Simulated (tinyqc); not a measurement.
What moves the results: Shockley-Read-Hall recombination through one deep level. A value that a table varies takes the place of the one given here.

One level at Et with degeneracy 1: tn = 1/(sn vth Nt), tp = 1/(sp_ vth Nt), n1 = Nc exp((Et - Eg)/kT), p1 = Nv exp(-Et/kT), ni^2 = n1 p1. Equilibrium p0 = Nm, n0 = ni^2/Nm; n = n0 + dn, p = p0 + dn. U = (n p - ni^2)/(tp (n + n1) + tn (p + p1)), lifetime dn/U; emission rates en = sn vth n1, ep = sp_ vth p1.

Constants: kB = 8.617333262e-05 eV/K.

Parameters, chosen for this exercise (gap and densities of states near those of Si at this temperature; shifted at random, so the results belong to these values and not to a real crystal): E1 = 0.463 eV (level (+1/0) above Ev); E2 = 0.749 eV (level (0/-1) above Ev); gm = 2 (degeneracy of the middle state, the others 1); T = 300 K; Eg = 1.122 eV (gap); Nc = 2.73e+19 1/cm^3 (conduction-band density of states); Nv = 1.15e+19 1/cm^3 (valence-band density of states); Nd = -1e+15 1/cm^3 (ionised shallow donors minus acceptors); Et = 0.463 eV (recombination level above Ev); Nt = 1.1e+15 1/cm^3 (defects); sn = 9.9e-16 cm^2 (electron capture cross-section); sp_ = 3.9e-14 cm^2 (hole capture cross-section); vth = 17000000 cm/s (thermal velocity, both carriers); Nm = 1.1e+16 1/cm^3 (equilibrium holes for the lifetime steps); dn = 1.2e+15 1/cm^3 (excess pairs).

## Charge state against the Fermi level (deep level with several charge states)

Energies from Ev. The defect has charge states +1, 0, -1 with weights 1, gm exp((EF - E1)/kT), exp((2 EF - E1 - E2)/kT); the shares are the weights over their sum. Boltzmann carriers: n = Nc exp((EF - Eg)/kT), p = Nv exp(-EF/kT). Neutrality: p - n + Nd + Nt <q> = 0.

Shares:
```
EF (eV)     +1      0     -1     <q>
0.067    1.000  0.000  0.000   1.000
0.157    1.000  0.000  0.000   1.000
0.247    1.000  0.000  0.000   1.000
0.337    0.985  0.015  0.000   0.985
0.426    0.677  0.323  0.000   0.677
0.516    0.060  0.939  0.000   0.060
0.606    0.002  0.996  0.002   0.000
0.696    0.000  0.939  0.060  -0.060
0.785    0.000  0.332  0.668  -0.668
0.875    0.000  0.015  0.985  -0.985
0.965    0.000  0.000  1.000  -1.000
1.055    0.000  0.000  1.000  -1.000
```

Where the levels are several kT apart the middle state rules between about E1 - kT ln gm = 0.445 and E2 + kT ln gm = 0.767 eV; its largest share listed is 0.996. Each step spreads from 10 % to 90 % over 4.4 kT = 0.114 eV.

## Defects against doping (deep level with several charge states)

Nt takes the listed multiples of |Nd|; the resistivity uses mobilities of 1000 (electrons) and 300 (holes) cm^2/(V s), chosen for the exercise, and e = 1.602176634e-19 C.

Neutral state:
```
Nt/|Nd|  EF (eV)  n (1/cm^3)  p (1/cm^3)  rho (ohm cm)
0.01      0.2420    4.49e+04    9.90e+14          21.0
0.10      0.2444    4.94e+04    9.00e+14          23.1
0.30      0.2509    6.35e+04    7.00e+14          29.7
0.60      0.2654    1.11e+05    4.01e+14          51.9
0.90      0.3004    4.30e+05    1.03e+14           201
1.10      0.3866    1.21e+07    3.68e+12      5.65e+03
1.50      0.4272    5.81e+07    7.65e+11      2.72e+04
3.00      0.4630    2.32e+08    1.92e+11      1.08e+05
10.00     0.5019    1.04e+09    4.26e+10      4.51e+05
```

EF goes from 0.242 to 0.502 eV and the resistivity from 21 to 4.51e+05 ohm cm, with a largest value of 4.51e+05. The largest move of EF, +0.086 eV, comes between Nt/|Nd| = 0.9 and 1.1; the levels lie at 0.463 and 0.749 eV. A defect can take up to one carrier of either sign, so the doping can be cancelled no earlier than Nt = |Nd|, there only if EF lies well beyond the level that takes the carriers and otherwise at larger Nt (mean charge +0.10 in the last row).

## Lifetime against injection

Recombination:
```
dn (1/cm^3)  lifetime (microsecond)  U (1/(cm^3 s))
1.0e+11                     0.05402        1.85e+18
1.0e+12                     0.05402        1.85e+19
1.0e+13                     0.05402        1.85e+20
1.0e+14                     0.05403        1.85e+21
1.0e+15                     0.05413        1.85e+22
1.0e+16                     0.05467        1.83e+23
1.0e+17                     0.05525        1.81e+24
1.0e+18                     0.05537        1.81e+25
```

The lifetime rises from 0.05402 to 0.05537 microsecond; tn + tp = 0.05539. At low injection it is tn (1 + p1/p0) + tp n1/p0 with n1/Nm = 2.1e-08 and p1/Nm = 1.7e-05: re-emission is negligible, so minority capture alone counts. Auger and radiative paths are left out; they cut in at the highest injections, and in a doped direct-gap crystal the radiative one counts at all injections. dn = dp neglects trapped charge, which matters where the traps hold a charge comparable with dn, at low injection and with very unequal cross sections.

## Where a level does most harm

Et takes the values listed; G = Nt en ep/(en + ep) in a depleted region; the lifetime is for dn = 1e11 1/cm^3.

Results:
```
Et (eV)  lifetime (microsecond)  G (1/(cm^3 s))
0.067                      4.28        9.56e+08
0.157                     0.184        3.11e+10
0.247                    0.0580        1.01e+12
0.337                    0.0541        3.28e+13
0.426                    0.0540        1.03e+15
0.516                    0.0540        3.33e+16
0.606                    0.0540        3.67e+17
0.696                    0.0540        1.70e+16
0.785                    0.0540        5.45e+14
0.875                    0.0543        1.68e+13
0.965                    0.0619        5.16e+11
1.055                     0.309        1.59e+10
```

Generation peaks where en = ep, at Eg/2 + (kT/2) ln(sp_ Nv/(sn Nc)) = 0.597 eV; the largest value listed is at 0.606 eV, and G falls by a decade for each 0.060 eV away from the peak. The lifetime is within a factor 2 of its minimum, 0.054 microsecond, from 0.247 to 0.965 eV: recombination tolerates a wide range of Et, generation a narrow one.

## What moves lifetime and leakage

G = Nt en ep/(en + ep). Each row changes one parameter from the base and keeps the others.

Results:
```
case                 lifetime (microsecond)  G (1/(cm^3 s))
base                                0.05415        4.29e+15
Et = 0.503 eV                       0.05415        2.02e+16
sn = 1.98e-15 cm^2                  0.02714        8.59e+15
sp_ = 7.8e-14 cm^2                  0.05408        4.29e+15
Nt = 5.5e+14 1/cm^3                  0.1083        2.15e+15
Nm = 3.3e+16 1/cm^3                 0.05406        4.29e+15
dn = 3.6e+15 1/cm^3                 0.05435        4.29e+15
```

The largest shifts from the base row, up to three for each result and ties (the steps differ in size, so this ranks the rows, not the parameters). lifetime (microsecond): Nt +0.0542, sn -0.0270, dn +0.000203; unchanged at the printed digits by Et. G (1/(cm^3 s)): Et +1.59e+16, sn +4.29e+15, Nt -2.15e+15; unchanged at the printed digits by sp_, Nm and dn.

Computed by tinyqc, a small Python program: `OMP_NUM_THREADS=1 python tinyqc.py 1651903 1651904 out.jsonl` (the numbers bound the seed that draws the inputs); one thread of a shared host (Intel(R) Xeon(R) Processor @ 2.30GHz), about 0.01 s for the whole set of steps.
